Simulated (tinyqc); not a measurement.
Inside a calculation: cyclotron resonance of ellipsoidal valleys, Si type. Values are carried at full precision from step to step, so a last printed digit may differ when a step is redone from the rounded ones.

Valleys along [100], [010], [001] (each with its opposite partner), mass ml along the axis and mt across it. B lies in the (1-10) plane, b = (sin(theta)/sqrt2, sin(theta)/sqrt2, cos(theta)). For the angle phi between B and the axis, 1/mc^2 = cos^2(phi)/mt^2 + sin^2(phi)/(mt ml). Resonance: h nu = 2 muB B/mc, h = 2 pi hbar.

Constants: hbar = 6.58211957e-16 eV s; muB = 5.788381798e-05 eV/T.

Parameters, chosen for this exercise (near those of Si; not measured data): theta = 72 degrees (angle of B from [001] towards [110]); ml = 0.899 m0 (longitudinal mass); mt = 0.198 m0 (transverse mass); nu = 24 GHz (microwave frequency); tau = 5 ps (scattering time).

## Angles to the valley axes

Give b and cos^2(phi) for each axis.

b: 0.6725  0.6725  0.3090

cos^2(phi): [100] 0.4523, [010] 0.4523, [001] 0.0955

## Cyclotron masses and resonance fields

For each axis, mc and B = h nu mc/(2 muB).

Resonances:
```
axis   mc (m0)   B (T)
[100]   0.2616  0.2243
[010]   0.2616  0.2243
[001]   0.3647  0.3127
```

2 distinct masses appear; the limits are mt = 0.198 (B along the axis) and sqrt(ml mt) = 0.4219 (B across it).

## The same from the mass tensor

For the valley along [001]: M = mt 1 + (ml - mt) a a^T, and mc^2 = det M/(b M b).

M (m0), lower triangle:
```
        x       y       z
x  0.1980
y       0  0.1980
z       0       0  0.8990
```

det M = 0.035244
b M b = 0.2649
mc = 0.3647 m0

## Line shape

For linear polarisation and one isotropic mass the absorbed power goes as P = [1 + (w^2 + wc^2) tau^2]/([1 + (wc^2 - w^2) tau^2]^2 + 4 w^2 tau^2), w = 2 pi nu. List it for wc/w = 0, 0.5, 0.8, 0.9, 1, 1.1, 1.2, 1.5 and 2, which is B over the resonance field.

w tau = 0.754

Power:
```
wc/w       P
0.0   0.6376
0.5   0.6572
0.8   0.6648
0.9   0.6610
1.0   0.6527
1.1   0.6397
1.2   0.6222
1.5   0.5476
2.0   0.4005
```

The largest listed value lies at wc/w = 0.8, 1.0 times the zero-field value. With w tau below 1 there is no resolved resonance.

## Checks

- Rotation frequency of dv/dt = -M^-1 (v x b) for the valley along [001], in units of e B/m0, against 1/mc: both 2.7418.

Run: tinyqc, `OMP_NUM_THREADS=1 python tinyqc.py 1251705 1251706 out.jsonl`; Intel(R) Xeon(R) Processor @ 2.30GHz, one thread, shared host; about 0.01 s of CPU time with all checks.
